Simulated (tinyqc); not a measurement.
# Time-dependent dielectric breakdown: cell percolation, Weibull statistics, area scaling and voltage extrapolation, step by step

A worked calculation. Computed by tinyqc, a small Python program that keeps every step. Command: `OMP_NUM_THREADS=1 python tinyqc.py 3019593 3019594 out.jsonl tddb walk`. One thread of a shared host (Intel(R) Xeon(R) Processor @ 2.30GHz), about 0.01 s of CPU time with the checks. Intermediate numbers are printed to about 7 digits and carried at full precision; extremes and crossings named in words are read from the listed rows.

The oxide is divided into columns of area a^2, each holding m = t_ox/a cells (m is taken as continuous). A share lambda(t) = (t/t_1)^alpha of the cells is defective, and a column whose cells are all defective breaks down.

Inputs (values chosen for the exercise, for a model gate oxide):
```
quantity                                                   value  unit
oxide thickness t_ox                                         3.9    nm
defect cell size a                                             1    nm
exponent alpha of defect growth                             0.61     -
time t_1 at which the occupied share would reach 1       8.1e+07     s
test area A                                                  200  um^2
product area A_u                                          800000  um^2
stress voltage V                                            4.32     V
use voltage V_u                                              2.6     V
local exponent n = -d ln t/d ln V at the stress voltage       27     -
activation energy E_a                                       0.72    eV
stress temperature T                                         140     C
use temperature T_u                                           55     C
allowed failure fraction F                                  0.01     -
```

Voltage law used: E.

Constants: k_B = 8.617333262e-05 eV/K.

## Weibull parameters from the cell model

Failure fraction F = 1 - (1 - lambda^m)^N with N = A/a^2 columns, which for small lambda^m is 1 - exp(-(t/t63)^beta) with beta = alpha m and t63 = t_1 N^(-1/beta); critical share lambda(t63) = N^(-1/m). 1 um^2 = 1e6 nm^2.

cells per column m = 3.9

columns N = 2.00e+08

Weibull slope beta = 2.379

characteristic life t63 = 26253.74 s

critical share of defective cells = 0.007439278

Times between F = 10 % and 90 % span a factor 3.66: the smaller beta = alpha m, the wider the scatter. Caution: t_1 is an input here; in a real oxide it changes with thickness at fixed voltage.

## A sample of breakdown times

uniform random numbers u: 0.5851  0.5163  0.4189  0.6226  0.6840  0.5060  0.2420  0.0265  0.2932  0.1244

Each device fails at t = t63 (-ln(1 - u))^(1/beta). Sort the times; median rank F_i = (i - 0.3)/(n_s + 0.4) for n_s devices; W = ln(-ln(1 - F_i)).

Weibull plot:
```
i      t (s)        F_i      ln t          W
1    5739.27  0.0673077   8.65509  -2.663843
2   11238.16  0.1634615   9.32707  -1.723263
3   15306.92  0.2596154   9.63606  -1.202023
4   16825.78  0.3557692   9.73067  -0.821667
5   20307.64  0.4519231   9.91875  -0.508595
6   22669.15  0.5480769  10.02876  -0.230365
7   22951.42  0.6442308  10.04114   0.032925
8   24876.90  0.7403846  10.12169   0.299033
9   25969.66  0.8365385  10.16468   0.593977
10  27862.78  0.9326923  10.23505   0.992689
```

## Fitting the sample

W = ln(-ln(1 - F_i)) with the median ranks F_i. Least squares in W: W = beta ln t - beta ln t63. Maximum likelihood: solve sum t^b ln t/sum t^b - 1/b = mean of ln t for b, then t63 = (mean of t^b)^(1/b).

slope by least squares = 2.215465

t63 by least squares = 22516.75 s

slope by maximum likelihood = 3.425416

t63 by maximum likelihood = 21577.35 s

The true values are beta = 2.379 and t63 = 26300 s. With 10 devices the standard error of the maximum-likelihood slope is about 0.78 beta/sqrt(n_s) = 0.59; the fits miss by -0.16 and +1.05, and t63 by -14 and -18 %.

## Projection to use conditions

All three voltage laws share the slope n at the stress voltage. Factor t(V_u)/t(V): E law exp(n (1 - V_u/V)); 1/E law exp(n (V/V_u - 1)); power law (V/V_u)^n. Temperatures in kelvin are T(C) + 273.15. Temperature factor exp[(E_a/k_B)(1/T_u - 1/T)]; area factor (A/A_u)^(1/beta); percentile factor (-ln(1 - F))^(1/beta); life = t63 x all four; 1 year = 3.15576e7 s.

voltage factor = 46630.03

temperature factor = 188.3678

area factor = 0.03061211

percentile factor = 0.1446196

projected life = 32.35043 years

Area and percentile together cost 2.4 decades, voltage and temperature return 6.9; a ten-year target is met.

## Three voltage laws

Life = t63 x voltage, temperature, area and percentile factors, the last three as above.

Log10 of the life in years:
```
V_u/V  V_u (V)      E law   1/E law  power law
1.00     4.320  -3.158786  -3.15879  -3.158786
0.95     4.104  -2.572488  -2.54163  -2.557323
0.90     3.888  -1.986191  -1.85590  -1.923333
0.80     3.456  -0.813595  -0.22730  -0.542215
0.70     3.024   0.359000   1.86662   1.023567
0.60     2.592   1.531595   4.65852   2.831131
0.50     2.160   2.704190   8.56717   4.969024
0.40     1.728   3.876785  14.43014   7.585595
```

At V_u/V = 0.9 the laws differ by 0.13 decades at most, and at 0.5 by 5.9. The E law is the most cautious and the 1/E law the most hopeful. Ten years are reached at V_u/V = 0.645 (E), 0.738 (1/E), 0.701 (power). Caution: the rows at low voltage extrapolate over many decades and cannot be tested.

Checks made by the program: Weibull form against the exact column count at t63 (relative difference 1e-09).
